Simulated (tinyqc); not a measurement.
Mobility of a non-polar semiconductor in the relaxation-time approximation: one step, computed by the program tinyqc.

Each valley is treated as a sphere of mass m_d for states and rates, with one isotropic relaxation time; the conductivity mass m_c sets the current.

Question. Masses. m_d = (m_l m_t^2)^(1/3); 1/m_c = (1/m_l + 2/m_t)/3; Hall mass factor A = 3 K_m (K_m + 2)/(2 K_m + 1)^2, K_m = m_l/m_t; N_I = n (1 + C)/(1 - C).

Inputs (values chosen for the exercise, modelled on electrons in silicon):

| quantity | value | unit |
|---|---|---|
| longitudinal mass m_l | 0.916 | m_0 |
| transverse mass m_t | 0.196 | m_0 |
| carrier density n | 2.7e+16 | 1/cm^3 |
| compensation ratio C | 0 | - |

Band: Kane. Impurity formula: Conwell-Weisskopf. Further scattering: none.

Give: density-of-states mass m_d; conductivity mass m_c; Hall mass factor A; ionised impurity density N_I.

Answer.

density-of-states mass m_d = 0.32769 m_0

conductivity mass m_c = 0.26559 m_0

Hall mass factor A = 0.87395

ionised impurity density N_I = 2.70e+16 1/cm^3
